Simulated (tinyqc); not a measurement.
Quaternary alloy A(x)B(1-x)C(y)D(1-y) matched to a substrate, step by step. Values are carried at full precision from step to step, so a last printed digit may differ when a step is redone from the rounded ones.

Matching a(x,y) = a_s gives x = (a_s - y a_BC - (1 - y) a_BD)/(y (a_AC - a_BC) + (1 - y)(a_AD - a_BD)).
Constants: hc = 1239.841984 eV nm.

Inputs chosen for the exercise (AC, AD, BC, BD near GaAs, GaSb, InAs and InSb; substrate near GaSb; not measured data): a = (5.645, 6.091, 6.054, 6.476) angstrom (lattice constants of AC, AD, BC, BD); a_s = 6.091 angstrom (substrate); y = 0.56 (fraction of C); Eg = (1.542, 0.802, 0.419, 0.233) eV (gaps at Gamma of AC, AD, BC, BD); Cb = (0.529, 0.418, 1.216, 0.614) eV (bowing of ABC, ABD, ACD, BCD); dx = -0.035 (error of x in growth).

## The matched composition

Give numerator, denominator and x.

numerator = -0.14868 angstrom
denominator = -0.39844 angstrom
x = 0.3732

## The gap by rule 1

Q(x,y) = x y Q_AC + x (1 - y) Q_AD + (1 - x) y Q_BC + (1 - x)(1 - y) Q_BD for the lattice constant. Gap, rule 1: Q(x,y) - x (1 - x)[y C_ABC + (1 - y) C_ABD] - y (1 - y)[x C_ACD + (1 - x) C_BCD]. Rule 2 (mean of ternaries): {x (1 - x)[y T_ABC(x) + (1 - y) T_ABD(x)] + y (1 - y)[x T_ACD(y) + (1 - x) T_BCD(y)]}/{x (1 - x) + y (1 - y)}, T_ABC(x) = x E_AC + (1 - x) E_BC - C_ABC x (1 - x), T_ACD(y) = y E_AC + (1 - y) E_AD - C_ACD y (1 - y), and alike. Only the Gamma valley is followed.

Give the four weights, the bilinear part, the two bowing terms, the gap and hc/gap.

weights of AC, AD, BC, BD: 0.2090  0.1642  0.3510  0.2758

bilinear part = 0.6653 eV

bowing terms (eV): 0.1123  0.2066

gap = 0.3463 eV
wavelength = 3580 nm

## The gap by rule 2

Give the four ternary gaps and their weighted mean.

T_ABC, T_ABD, T_ACD, T_BCD (eV): 0.7143  0.3476  0.9168  0.1859

gap = 0.5045 eV

Rule 2 lies 158 meV above rule 1: it averages the two bowing terms where rule 1 adds them. Both agree on the ternary edges.

## An error in composition

Replace x by x + dx; mismatch (a_s - a)/a and change of the relaxed gap by rule 1.

a = 6.1049 angstrom
mismatch = -0.228 %
change of the gap = -20.7 meV

The layer would be under compression; the strain shift of the gap is not included.

## Checks

- Lattice constant at the matched composition against a_s (angstrom): both 6.0910.
- Rule 2 as a mean of ternaries against its form with averaged bowing (eV): both 0.5045.

Program tinyqc; command `OMP_NUM_THREADS=1 python tinyqc.py 1081405 1081406 out.jsonl`; about 0.01 s on one thread of a shared Intel(R) Xeon(R) Processor @ 2.30GHz.
